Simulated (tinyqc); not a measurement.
# Worked calculation: n-type polysilicon, carrier trapping at grain boundaries

Numbers from tinyqc (`OMP_NUM_THREADS=1 python tinyqc.py 2830280 2830281 out.jsonl`; about 0.01 s on one thread of a shared Intel Xeon 2.30GHz). Printed values are rounded.

One-dimensional grains of size Lg, uniform ionised doping N, monovalent traps Qt at each boundary at a depth Et below (for electrons) or above (for holes) the band edge there, abrupt depletion of width W on each side of a boundary, Boltzmann statistics. xi is the distance from the band edge at the grain centre to the Fermi level. Trapped charge Qt/(1 + exp((xi + VB - Et)/Vt)) = 2 N W, barrier VB = q N W^2/(2 eps0 eps_r).

Parameters, values chosen for the exercise; values of the order met in polycrystalline silicon: temperature T = 350 K; relative permittivity eps_r = 11.7; conduction-band density of states at T NB = 3.53e19 cm^-3; grain size Lg = 51 nm; trap density of a grain boundary Qt = 7.9e11 cm^-2; depth of the trap level from the majority band edge at the boundary Et = 0.35 eV; mass for thermionic emission ms = 0.6 m0; correction factor of the emission rate fe = 1; doping N = 3.7e16 cm^-3.

Constants: q = 1.602176634e-19 C, kB = 1.380649e-23 J/K, m0 = 9.1093837015e-31 kg, Vt = kB T/q, eps0 = 8.8541878128e-14 F/cm where lengths are in cm. Results are converted to the units shown.

Range of the model: VB is below Vt, where abrupt depletion and thermionic emission are rough.

## Depletion width, Fermi level and barrier

If the trap equation with xi = Vt ln(NB/N) has a root W < Lg/2, the grain is partly depleted; otherwise W = Lg/2 and the trap equation gives xi = Et - VB + Vt ln(Qt/(N Lg) - 1). N* = Qt/Lg.

N* = 1.54902e17 cm^-3
W = 25.5 nm
xi = 0.366349 V
VB = 0.0186049 V
share of traps filled = 0.238861

N is 0.239 N*, and the grain is fully depleted; VB = 0.617 Vt.

## Resistivity and effective mobility

n0 = NB exp(-xi/Vt); mean density n0 (1 - 2 W/Lg) by charge balance in a partly depleted grain, and n0 (sqrt(pi)/2) erf(u)/u with u = sqrt(VB/Vt) in a fully depleted one; v = sqrt(kB T/(2 pi ms m0)); barrier resistivity Vt exp(VB/Vt)/(q fe n0 v Lg); grain resistivity (1 - 2 W/Lg)/(q n0 mug); effective mobility 1/(q mean density total resistivity).

n0 = 1.87317e14 cm^-3
mean density = 1.54995e14 cm^-3
v = 3.75116e6 cm/s
barrier resistivity = 97.3459 ohm cm
grain resistivity = 0.00000 ohm cm
resistivity = 97.3459 ohm cm
effective mobility = 413.669 cm^2/(V s)

The resistivity is 110 times that of a single crystal with the same N and mobility mug, and the mean density is 0.419 % of N. The effective mobility exceeds mug only because drift through the depleted grain is left out.
